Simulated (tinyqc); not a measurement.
## Bias-temperature instability, empirical power law with universal recovery: effect of the measurement delay

Threshold-voltage shift at the end of a stress: dV = A (V/V0)^g exp[-(Ea q/kB)(1/T - 1/T0)] (t/1 s)^n. After a delay tr the permanent share pp stays and the rest falls by r = 1/(1 + B (tr/t)^be). An empirical model: its parameters are fits, not properties.

At V0 and T0. The apparent n comes from the measured shifts at ts/100 and ts, and the projection extends that line from ts to ten years (3.15576e8 s).

Inputs (values chosen for the exercise):
- V0 = 2 V (reference stress voltage)
- T0 = 398 K (reference temperature)
- A = 10 mV (shift after 1 s at V0 and T0)
- n = 0.19 (time exponent)
- g = 4.9 (voltage exponent)
- Ea = 0.09 eV (apparent activation energy of the shift)
- pp = 0.19 (permanent share)
- B = 2 (recovery scale)
- be = 0.23 (recovery dispersion)
- ts = 100 s (stress time)

Constants: q = 1.602176634e-19 C, kB = 1.380649e-23 J/K. Results are converted to the units shown.

The same in every row: true shift (mV) = 411.9.

Results:
```
tr (s),share left at ts,apparent n,projected shift (mV)
1e-6,0.9772,0.1990,460.4
1e-5,0.9621,0.2046,493.1
0.0001,0.9377,0.2131,545.9
0.001,0.8995,0.2251,626.9
0.01,0.8430,0.2404,738.5
1,0.6683,0.2711,926.7
10,0.5620,0.2783,867.5
```

Estimate the missing row, tr = 0.1 s.

Computed row:
```
tr (s),share left at ts,apparent n,projected shift (mV)
0.1,0.7651,0.2570,859.3
```

With this row back in the table: The share left falls from 0.977 to 0.562 and the apparent n rises from 0.199 to 0.278. The projection is 12 % above the true ten-year shift in the first row and 2.11 times it in the last: a lower start and a steeper slope work against each other.

Computed by the program tinyqc: `OMP_NUM_THREADS=1 python tinyqc.py 2070144 2070145 out.jsonl`, one thread of a shared Intel Xeon 2.30GHz, about 0.01 s for the whole run.
